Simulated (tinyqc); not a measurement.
Inside a calculation. Method: coherent transport through a tight-binding region between two chains. Computed by tinyqc, a small Python program that keeps every step. Settings: temperature = 300, mu = -0.08. Command: `OMP_NUM_THREADS=1 python tinyqc.py 30062 30063 out.jsonl` (the two numbers bound the seeds that draw the settings). One thread of a shared host (Intel(R) Xeon(R) Processor @ 2.60GHz), about 0.07 s of CPU time with the checks.

## Transmission at E = 0.27 eV

H of the central region (eV), lower triangle:
```
           1          2          3          4          5          6
1  -0.520000
2  -2.020000  -0.800000
3   0.000000  -2.020000  -0.420000
4   0.000000   0.000000  -2.020000   0.370000
5   0.000000   0.000000   0.000000  -2.020000  -0.200000
6  -2.020000   0.000000   0.000000   0.000000  -2.020000  -0.670000
```

Leads: semi-infinite chains with site energy 0:
```
parameter                           value
lead hopping t (eV)              2.930000
coupling to the left lead (eV)   0.950000
coupling to the right lead (eV)  0.760000
left contact site                       1
right contact site                      2
```

E = 0.270000 eV

Surface Green function g = (E - i sqrt(4 t^2 - E^2)) / (2 t^2); self-energy tc^2 g on each contact site; G = (E - H - Sigma)^(-1); Gamma = -2 Im Sigma; T = Gamma_L Gamma_R |G_LR|^2; local density of states -Im G_ii / pi.

g = 0.015725-0.340934i 1/eV

G (1/eV), lower triangle:
```
                     1                    2                    3                    4
1  -0.126446-0.019795i
2   0.273133+0.018042i  -0.134061-0.026735i
3  -0.015246-0.016308i   0.289719+0.009068i  -0.136032-0.016699i
4  -0.267926-0.012472i   0.035097+0.023637i   0.251797-0.003364i  -0.121107-0.022488i
5   0.001983+0.015690i  -0.287982-0.007898i   0.148497+0.016532i   0.237258+0.002251i
6   0.267464+0.008821i   0.031908-0.021799i  -0.286348-0.000483i   0.065903+0.021964i

                     5                    6
5  -0.136752-0.016421i
6   0.289610+0.001570i  -0.133288-0.022330i
```

local density of states (1/eV): 0.006301  0.008510  0.005315  0.007158  0.005227  0.007108

transmission = 0.018160

## Transmission across the band

The same steps on a grid of energies.

T(E):
```
E (eV)              T
-5.56700000  0.001211
-5.01030000  0.017223
-4.45360000  0.381879
-3.89690000  0.017657
-3.34020000  0.004834
-2.78350000  0.001163
-2.22680000  0.386798
-1.67010000  0.029289
-1.11340000  0.017010
-0.55670000  0.014884
0.00000000   0.016181
0.55670000   0.021948
1.11340000   0.043505
1.67010000   0.339084
2.22680000   0.030336
2.78350000   0.000519
3.34020000   0.005901
3.89690000   0.116521
4.45360000   0.004970
5.01030000   0.001087
5.56700000   0.000195
```

levels of the isolated region (eV): -4.464511  -2.553236  -2.222044  1.507242  1.763111  3.729438

## Current

I = (2e/h) int T(E) [f(E - mu - V/2) - f(E - mu + V/2)] dE at 300 K with mu = -0.08 eV, the bias not changing H; 2e^2/h = 77.48092 microsiemens; the integral runs over the band on 4001 points.

Current:
```
V (volt)  I (microampere)
0.010000         0.012247
0.050000         0.061238
0.100000         0.122505
0.200000         0.245237
0.400000         0.492298
0.800000         0.999655
```
